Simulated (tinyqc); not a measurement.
Adding salt: a particle near a wafer in liquid: double-layer and van der Waals forces (DLVO), deposition barrier and removal. Computed by tinyqc, a small Python program. Command: `OMP_NUM_THREADS=1 python tinyqc.py 3110501 3110502 out.jsonl dlvo walk`. One thread of a shared host (Intel(R) Xeon(R) Processor @ 2.30GHz), about 0.01 s of CPU time with the checks.

Sphere and flat wall, Derjaguin approximation, constant potentials in the linear-superposition form, no retardation and no hydration force.

Inputs (values chosen for the exercise, of the order of those for silica on silica in water):
```
quantity                             value   unit
particle radius R                      140     nm
Hamaker constant A                 4.7e-21      J
potential of the particle psi_1        -47     mV
potential of the wafer psi_2           -12     mV
salt concentration c                0.0052  mol/L
valence z of the symmetric salt          1      -
temperature T                          298      K
dielectric constant of the liquid     78.4      -
```

Constants: e = 1.602176634e-19 C; N_A = 6.02214076e+23 1/mol; eps_0 = 8.8541878128e-12 F/m; k_B = 1.380649e-23 J/K; k_B = 8.617333262e-05 eV/K.

Method:
- kappa^2 = 2 z^2 e^2 N_A (1000 c)/(eps eps_0 k_B T); gamma_i = tanh(z e psi_i/(4 k_B T)); Z = 64 pi eps eps_0 (k_B T/(z e))^2 gamma_1 gamma_2.
- The barrier height is zero when U = 0 and F = 0 together: kappa h = 1 and kappa = 6 Z/(e A), e = 2.718282 here; c follows from kappa^2, with the potentials held fixed.
- U(h) = Z R exp(-kappa h) - A R/(6 h); F(h) = -dU/dh = kappa Z R exp(-kappa h) - A R/(6 h^2), positive for repulsion.
- F = 0 reads x^2 exp(-x) = y with x = kappa h and y = A kappa/(6 Z); the left side peaks at x = 2 with 4/e^2 = 0.5413, so roots exist for smaller y: x < 2 is the barrier, x > 2 the secondary minimum.
- kappa scales as sqrt(c); potentials are held fixed. A dash marks rows without a maximum.

critical concentration = 0.427789 mol/L

kappa = 0.237258 1/nm

Z = 4.58221 pN

Against the concentration:
```
c (mol/L)  Debye length (nm)  barrier at (nm)  barrier (k_B T)  minimum at (nm)  minimum (k_B T)
4.28e-05              46.458           2.9077           137.29       4.7674e+02      -5.0462e-02
4.28e-04              14.691           1.6779           123.21       1.2934e+02      -1.8267e-01
4.28e-03               4.646           0.9915            99.07       3.3774e+01      -6.8065e-01
2.14e-02               2.078           0.7064            73.25       1.2718e+01      -1.7535e+00
8.56e-02               1.039           0.5488            43.36       5.2345e+00      -4.0816e+00
2.14e-01               0.657           0.4846            19.57       2.7801e+00      -7.3219e+00
3.85e-01               0.490           0.4653             3.02       1.7794e+00      -1.0856e+01
6.42e-01               0.379           0.4784           -11.54       1.1314e+00      -1.5660e+01
1.28e+00               0.269                -                -                -                -
```

What follows from these numbers?

At low salt the barrier tends to Z R = 156 k_B T; it is half of that between 0.0043 and 0.021 mol/L and changes sign at 0.43 mol/L, while the secondary minimum deepens to -11 k_B T at 0.9 of that.

Extremes, crossings and ranges named in words are read from the listed rows.
